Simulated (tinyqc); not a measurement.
## Pinning of the barrier by interface states

Cowley-Sze model with the space charge neglected: phiB = S (phiM - chi) + (1 - S)(Eg - phi0), S = 1/(1 + q Dit dl/(eps0 ei)), dl in cm.

Inputs (values chosen for the exercise); band and dielectric values close to those of silicon:
- Eg = 1.13 eV (band gap)
- chi = 4 eV (electron affinity)
- dl = 0.2 nm (thickness of the interfacial layer)
- ei = 3.9 (relative permittivity of the interfacial layer)
- phi0 = 0.31 eV (neutral level above the valence band)
- phiM = 4.38 eV (metal work function)

Constants: q = 1.602176634e-19 C, eps0 = 8.8541878128e-14 F/cm where lengths are in cm. Results are converted to the units shown.

Pinning of the barrier by interface states:
```
Dit (cm^-2 eV^-1)	S	phiB (eV)	change of phiB for 0.5 eV more work function (eV)
1e11	0.99907	0.38041	0.49954
3e11	0.99722	0.38122	0.49861
1e12	0.99081	0.38405	0.49540
3e12	0.97292	0.39192	0.48646
1e13	0.91508	0.41736	0.45754
3e13	0.78224	0.47582	0.39112
1e14	0.51868	0.59178	0.25934
3e14	0.26428	0.70372	0.13214
1e15	0.097280	0.77720	0.048640
```

S falls from 0.999 to 0.0973, passing 1/2 at Dit = eps0 ei/(q dl) = 1.08e14 cm^-2 eV^-1. The barrier rises from 0.380 to 0.777 eV, from near the Schottky-Mott value phiM - chi = 0.380 eV towards the pinned value Eg - phi0 = 0.820 eV.

tinyqc, about 0.07 s, one thread, Intel Xeon 2.30GHz (shared host): `OMP_NUM_THREADS=1 python tinyqc.py 2020172 2020173 out.jsonl`
